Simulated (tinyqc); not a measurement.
# Classical Heisenberg spin chain: exact results, Metropolis, heat-bath and over-relaxation steps, and a Monte Carlo run, step by step

A worked calculation. Computed by tinyqc, a small Python program that keeps every step. Command: `OMP_NUM_THREADS=1 python tinyqc.py 3130233 3130234 out.jsonl heismc walk`. One thread of a shared host (Intel(R) Xeon(R) Processor @ 2.30GHz), about 0.3 s of CPU time with the checks. Intermediate numbers are printed to about 6 digits and carried at full precision; extremes and crossings named in words are read from the listed rows.

E = -J sum_i s_i . s_(i+1) for unit vectors s_i on an open chain; K = J/(k_B T).

Inputs (values chosen for the exercise, for a model chain of large moments):
```
quantity                     value  unit
coupling J                     -33   meV
temperature T                  348     K
moment mu                      4.2  mu_B
length N of the open chain      24     -
seed                        928036     -
```

Update: Metropolis.

Constants: k_B = 8.617333262e-05 eV/K; mu_B = 5.7883818060e-05 eV/T.

## Exact results

Each bond angle is independent, so u = <s_i . s_(i+1)> = coth K - 1/K, <s_i . s_(i+n)> = u^n, correlation length xi = -1/ln|u|, energy per bond -J u, heat capacity per bond c/k_B = 1 - K^2/sinh^2 K, and for the long chain chi = mu^2 (1 + u)/(3 k_B T (1 - u)) per spin.

K = -1.10043

u = -0.340244

xi = 0.927564 sites

energy per bond = -11.2280 meV

heat capacity = 0.321929 k_B/bond

chi over the Curie value = 0.492266

chi = 0.00558704 mu_B/T per spin

## Finite chain

For N spins, <|sum s|^2>/N = (1 + u)/(1 - u) - 2 u (1 - u^N)/(N (1 - u)^2); the long chain has (1 + u)/(1 - u), chi over the Curie value, and the difference is relative to it.

<|sum s|^2>/N = 0.508051

difference from the long chain = 3.20658 %

## Four single-spin steps

four neighbouring spins (rows; components x, y, z):
```
         1        2        3
1  -0.9311  -0.3429   0.1242
2   0.7513  -0.4227  -0.5068
3  -0.5182   0.4120  -0.7494
4   0.1127   0.9154   0.3864
```

random numbers, one row a step:
```
        1       2       3
1  0.7413  0.3854  0.0397
2  0.3446  0.8266  0.1721
3  0.8835  0.8927  0.0105
4  0.9198  0.4057  0.9619
```

The given spins are first normalised. Spins 2 and 3 are updated in turn, with h = K (sum of the two neighbours). Trial spin with z = 2 r1 - 1 and azimuth 2 pi r2; it is accepted if r3 < min(1, exp(h . s_trial - h . s_old)).

Steps:
```
spin      |h|  h . s before  h . s trial  acceptance  accepted          x          y        z
2     1.73865      0.881721     -0.76202     0.19326       yes  -0.658432   0.577551   0.4826
3     1.99355     -0.271455      1.94559     1.00000       yes   0.439999  -0.842499  -0.3108
2     1.42683      0.496638     -0.09411     0.55391       yes   0.501265  -0.400556   0.7670
3     1.54546      0.574539     -0.93308     0.22144        no   0.439999  -0.842499  -0.3108
```

## A run and its error bars

From the ordered state (alternating for J < 0), with trial spins uniform on the sphere, 200 sweeps are discarded and 1600 recorded (even and odd sites in turn; random numbers not printed, so these rows are one sample). Errors are the scatter of block means over sqrt(number of blocks).

Blocking:
```
block length  mean bond product       error  <|sum s|^2>/N      error
1                     -0.342977  0.00266448       0.511658  0.0108378
4                     -0.342977  0.00351708       0.511658  0.0115095
16                    -0.342977  0.00395350       0.511658  0.0116998
40                    -0.342977  0.00372239       0.511658  0.0108865
80                    -0.342977  0.00406383       0.511658  0.0097636
```

With blocks of 40 the bond product is 0.7 error bars from the exact u = -0.3402, and <|sum s|^2>/N is 0.3 from the exact 0.508. Blocking to 40 changes the two errors by factors 1.4 and 1.0. 57 % of the trial spins are accepted.

Checks made by the program: c against a difference of the energy (relative difference 4e-10).
